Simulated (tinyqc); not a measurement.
Shockley-Read-Hall recombination through one deep level: sweeps and comparisons. A value that a table varies takes the place of the one given here.

One level at Et with degeneracy 1: tn = 1/(sn vth Nt), tp = 1/(sp_ vth Nt), n1 = Nc exp((Et - Eg)/kT), p1 = Nv exp(-Et/kT), ni^2 = n1 p1. Equilibrium p0 = Nm, n0 = ni^2/Nm; n = n0 + dn, p = p0 + dn. U = (n p - ni^2)/(tp (n + n1) + tn (p + p1)), lifetime dn/U; emission rates en = sn vth n1, ep = sp_ vth p1.

Constants: kB = 8.617333262e-05 eV/K.

Inputs chosen for the exercise (gap and densities of states near those of SiC at this temperature; not measured data):
- E1 = 1.579 eV (level (0/-1) above Ev)
- E2 = 1.715 eV (level (-1/-2) above Ev)
- gm = 1 (degeneracy of the middle state, the others 1)
- T = 300 K
- Eg = 3.215 eV (gap)
- Nc = 1.87e+19 1/cm^3 (conduction-band density of states)
- Nv = 3.35e+19 1/cm^3 (valence-band density of states)
- Et = 1.715 eV (recombination level above Ev)
- Nt = 8.8e+13 1/cm^3 (defects)
- sn = 3.1e-14 cm^2 (electron capture cross-section)
- sp_ = 5.2e-15 cm^2 (hole capture cross-section)
- vth = 18000000 cm/s (thermal velocity, both carriers)
- Nm = 1.8e+16 1/cm^3 (equilibrium holes for the lifetime steps)
- dn = 2.6e+13 1/cm^3 (excess pairs)

## Charge state against the Fermi level (deep level with several charge states)

Energies from Ev. The defect has charge states 0, -1, -2 with weights 1, gm exp((EF - E1)/kT), exp((2 EF - E1 - E2)/kT); the shares are the weights over their sum. Boltzmann carriers: n = Nc exp((EF - Eg)/kT), p = Nv exp(-EF/kT). Neutrality: p - n + Nd + Nt <q> = 0.

Shares:
```
EF (eV)      0     -1     -2     <q>
0.193    1.000  0.000  0.000   0.000
0.450    1.000  0.000  0.000   0.000
0.707    1.000  0.000  0.000   0.000
0.964    1.000  0.000  0.000   0.000
1.222    1.000  0.000  0.000   0.000
1.479    0.980  0.020  0.000  -0.020
1.736    0.001  0.307  0.692  -1.691
1.993    0.000  0.000  1.000  -2.000
2.250    0.000  0.000  1.000  -2.000
2.508    0.000  0.000  1.000  -2.000
2.765    0.000  0.000  1.000  -2.000
3.022    0.000  0.000  1.000  -2.000
```

What can be read from the table?

Where the levels are several kT apart the middle state rules between about E1 - kT ln gm = 1.579 and E2 + kT ln gm = 1.715 eV; its largest share listed is 0.307. Each step spreads from 10 % to 90 % over 4.4 kT = 0.114 eV.

## Lifetime against injection

Recombination:
```
dn (1/cm^3)  lifetime (microsecond)  U (1/(cm^3 s))
1.0e+11                     0.02037        4.91e+18
1.0e+12                     0.02037        4.91e+19
1.0e+13                     0.02043        4.89e+20
1.0e+14                     0.02104        4.75e+21
1.0e+15                     0.02675        3.74e+22
1.0e+16                     0.06372        1.57e+23
1.0e+17                      0.1233        8.11e+23
1.0e+18                      0.1396        7.16e+24
```

How do the results move?

The lifetime rises from 0.02037 to 0.1396 microsecond; tn + tp = 0.1418. At low injection it is tn (1 + p1/p0) + tp n1/p0 with n1/Nm = 6.6e-23 and p1/Nm = 2.9e-26: re-emission is negligible, so minority capture alone counts. Auger and radiative paths are left out; they cut in at the highest injections, and in a doped direct-gap crystal the radiative one counts at all injections. dn = dp neglects trapped charge, which matters where the traps hold a charge comparable with dn, at low injection and with very unequal cross sections.

## Where a level does most harm

Et takes the values listed; G = Nt en ep/(en + ep) in a depleted region; the lifetime is for dn = 1e11 1/cm^3.

Results:
```
Et (eV)  lifetime (microsecond)  G (1/(cm^3 s))
0.193                    0.0421        1.57e-24
0.450                    0.0204        3.26e-20
0.707                    0.0204        6.77e-16
0.964                    0.0204        1.41e-11
1.222                    0.0204        3.03e-07
1.479                    0.0204         0.00630
1.736                    0.0204         0.00189
1.993                    0.0204        9.12e-08
2.250                    0.0204        4.39e-12
2.508                    0.0204        2.03e-16
2.765                    0.0204        9.79e-21
3.022                    0.0926        4.71e-25
```

How do the results move?

Generation peaks where en = ep, at Eg/2 + (kT/2) ln(sp_ Nv/(sn Nc)) = 1.592 eV; the largest value listed is at 1.479 eV, and G falls by a decade for each 0.060 eV away from the peak. The lifetime is within a factor 2 of its minimum, 0.0204 microsecond, from 0.450 to 2.765 eV: recombination tolerates a wide range of Et, generation a narrow one.

## What moves lifetime and leakage

G = Nt en ep/(en + ep). Each row changes one parameter from the base and keeps the others.

Results:
```
case                 lifetime (microsecond)  G (1/(cm^3 s))
base                                0.02054         0.00427
Et = 1.755 eV                       0.02054        0.000908
sn = 6.2e-14 cm^2                   0.01036         0.00427
sp_ = 1.04e-14 cm^2                 0.02045         0.00853
Nt = 4.4e+13 1/cm^3                 0.04108         0.00213
Nm = 5.4e+16 1/cm^3                 0.02042         0.00427
dn = 7.8e+13 1/cm^3                 0.02089         0.00427
```

How do the results move?

The largest shifts from the base row, up to three for each result and ties (the steps differ in size, so this ranks the rows, not the parameters). lifetime (microsecond): Nt +0.0205, sn -0.0102, dn +0.000349; unchanged at the printed digits by Et. G (1/(cm^3 s)): sp_ +0.00427, Et -0.00336, Nt -0.00213; unchanged at the printed digits by sn, Nm and dn.

Run: tinyqc, `OMP_NUM_THREADS=1 python tinyqc.py 1682483 1682484 out.jsonl`; Intel(R) Xeon(R) Processor @ 2.30GHz, one thread, shared host; about 0.01 s of CPU time with all checks.
